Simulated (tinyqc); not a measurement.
Inside a calculation: free-carrier optics of a doped semiconductor (Drude model with one polar phonon). Values are carried at full precision from step to step, so a last printed digit may differ when a step is redone from the rounded ones.

eps(E) = ei [1 - Ep^2/(E^2 + i E Gam)] + (es - ei) wT^2/(wT^2 - E^2 - i E gT), with Ep^2 = 8 pi c (e^2/(4 pi eps0)) N/(m ei), c = hbar^2/2m0, N in 1/angstrom^3 (1e-24 per 1/cm^3); Gam = hbar/tau, tau = mu m m0/e with m0/e = 5.685630e-12 kg/C and mu in m^2/(V s). Energies in meV.

Constants: hbar^2/2m0 = 3.80998211 eV angstrom^2; e^2/(4 pi eps0) = 14.39964547 eV angstrom; hbar = 6.58211957e-16 eV s; hbar c = 1973.269805 eV angstrom.

Values chosen for the exercise (mass and dielectric values near those of SiC; N and mu are free inputs; interband absorption and the rise of the mass with filling are left out; shifted at random, so the results belong to these values and not to a real crystal):
- N = 8.2e+19 1/cm^3 (carrier density)
- m = 0.431 m0 (conductivity mass)
- mu = 180 cm^2/(V s) (mobility)
- ei = 6.62 (high-frequency dielectric constant)
- wT = 96.9 meV (TO phonon)
- es = 9.81 (static dielectric constant)
- gT = 0.5 meV (phonon damping)
- E = 152.2 meV (photon energy)

## Plasma energy and damping

Evaluate Ep, tau, Gam, the plasma wavelength hc/Ep (hc = 1239.841984 eV nm) and the dc resistivity 1/(e N mu), e = 1.602176634e-19 C.

Ep = 199.07 meV
tau = 44.11 fs
Gam = 14.92 meV
plasma wavelength = 6.23 micrometre
rho = 0.000423 ohm cm

Ep/Gam = 13.34: the plasma edge is sharp.

## Dielectric function at one energy

Insert the numbers.

free-carrier term = -11.2168+1.0997i
eps = -6.7711+1.1118i

## Optical constants

n + i k = sqrt(eps1 + i eps2) with k >= 0; R = ((n - 1)^2 + k^2)/((n + 1)^2 + k^2) at normal incidence from vacuum; alpha = 2 E k/(hbar c), times 1e8 for 1/cm; loss function Im(-1/eps) = eps2/(eps1^2 + eps2^2).

Convert eps at the photon energy E (in meV) into the optical constants.

n = 0.2129
k = 2.6108
R = 0.8972
alpha = 4.03e+04 1/cm

Light of this energy penetrates 1/alpha = 0.248 micrometre.

## Coupled plasmon-phonon modes

Without damping eps = 0 gives E^4 - (wL^2 + Ep^2) E^2 + Ep^2 wT^2 = 0 with wL = wT sqrt(es/ei) (Lyddane-Sachs-Teller).

wL = 117.96 meV

L-, L+ (meV): 90.60  212.92

L+ lies 13.85 meV above the larger of wL and Ep; L- lies below wT by 6.30 meV.

## Checks

- Integral of E eps2 of the free-carrier term against (pi/2) ei Ep^2 (meV^2): both 4.1207e+05.

Run: tinyqc, `OMP_NUM_THREADS=1 python tinyqc.py 1682784 1682785 out.jsonl`; Intel(R) Xeon(R) Processor @ 2.30GHz, one thread, shared host; about 0.01 s of CPU time with all checks.
